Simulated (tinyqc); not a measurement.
# Worked calculation: strained Delta valleys, repopulation and conductivity mass

tinyqc, about 0.01 s, one thread, Intel Xeon 2.30GHz (shared host): `OMP_NUM_THREADS=1 python tinyqc.py 2530141 2530142 out.jsonl` Printed values are rounded.

A cubic crystal with three pairs of conduction valleys along x, y and z under uniaxial stress X along [110] (X > 0 is tension); current along [100]. Non-degenerate electrons, fixed total density, one relaxation time for all valleys and stresses, masses unchanged by strain, so the mobility goes as the mean inverse mass.

Inputs (values chosen for the exercise); values close to those of silicon:
- T = 325 K (temperature)
- s11 = 7.79 1/TPa (compliance)
- s12 = -2.15 1/TPa (compliance)
- s44 = 12.6 1/TPa (compliance)
- Xu = 9.24 eV (shear deformation potential)
- ml = 0.934 m0 (longitudinal mass)
- mt = 0.188 m0 (transverse mass)
- X = -1900 MPa (uniaxial stress (tension positive))

Constants: q = 1.602176634e-19 C, kB = 1.380649e-23 J/K, Vt = kB T/q. Results are converted to the units shown.

Range of the model: Shear strain also changes the transverse masses of these valleys, which is left out.

## Strain tensor

Stress s_ij = X a_i a_j with a the unit vector along [110]; strain e_ii = s11 s_ii + s12 (s_jj + s_kk), e_ij = s44 s_ij/2.

strain (%):

|  | x | y | z |
|---|---|---|---|
| x | -0.535800 | -0.598500 | 0.000000 |
| y | -0.598500 | -0.535800 | 0.000000 |
| z | 0.000000 | 0.000000 | 0.408500 |

## Valley shifts and shares

Valley shift dE = Xu (n.e.n - trace(e)/3) with n the valley axis; share f proportional to exp(-dE/Vt).

| valley | dE (meV) | share f |
|---|---|---|
| x | -29.0844 | 0.489151 |
| y | -29.0844 | 0.489151 |
| z | 58.1689 | 0.021697 |

The splitting is 87.3 meV, 3.1 Vt.

## Conductivity mass and mobility

Inverse mass along the current d = [100]: (n.d)^2/ml + (1 - (n.d)^2)/mt; mu/mu0 = sum f (1/m) over the plain mean of 1/m.

1/m along d, valley x to z (1/m0): [1.07066, 5.31915, 5.31915]
conductivity mass = 0.308547 m0
unstrained value = 0.256214 m0
mu/mu0 = 0.830389

The possible range, all electrons in one kind of valley, is 0.274 to 1.36.
